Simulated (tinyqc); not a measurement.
Field length and prefactor from two substrate currents.

Problem. For Em = (Vd - Vdsat)/l, Isub/Id = (Ai/Bi)(Vd - Vdsat) exp(-Bi l/(Vd - Vdsat)), and l = sqrt(3 tox xj). Find l, Ai and xj.

Values chosen for this exercise: oxide thickness tox = 18 nm; ionisation field Bi = 1.72 MV/cm.

Isub/Id at Vd - Vdsat = 2.4 and 3.2 V: [9.48523598e-4, 0.00931436042]

Answer. ln[Isub/(Id (Vd - Vdsat))] is linear in 1/(Vd - Vdsat) with slope -Bi l.

l = 111.4 nm
Ai = 2.000e6 1/cm
xj = 230.0 nm

Numbers from tinyqc (`OMP_NUM_THREADS=1 python tinyqc.py 2550015 2550016 out.jsonl`; about 0.01 s on one thread of a shared Intel Xeon 2.30GHz).
